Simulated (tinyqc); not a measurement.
## Polarisation charge from two barrier thicknesses

Question. VT = phiB - dEc - q sigma d/(eps0 eps_r). Find sigma, phiB - dEc and the thickness at which VT = 0.

Parameters, values chosen for the exercise: relative permittivity of barrier and channel eps_r = 9.5.

Constants: q = 1.602176634e-19 C, eps0 = 8.8541878128e-14 F/cm where lengths are in cm. Results are converted to the units shown.

VT for d = 30 and 40 nm (V): [-8.2435736, -11.261765]

Answer. VT is linear in d.

sigma = 1.585e13 cm^-2
phiB - dEc = 0.8110 V
thickness for VT = 0 = 2.687 nm

Computed by the program tinyqc: `OMP_NUM_THREADS=1 python tinyqc.py 2570055 2570056 out.jsonl`, one thread of a shared Intel Xeon 2.30GHz, about 0.02 s for the whole run.
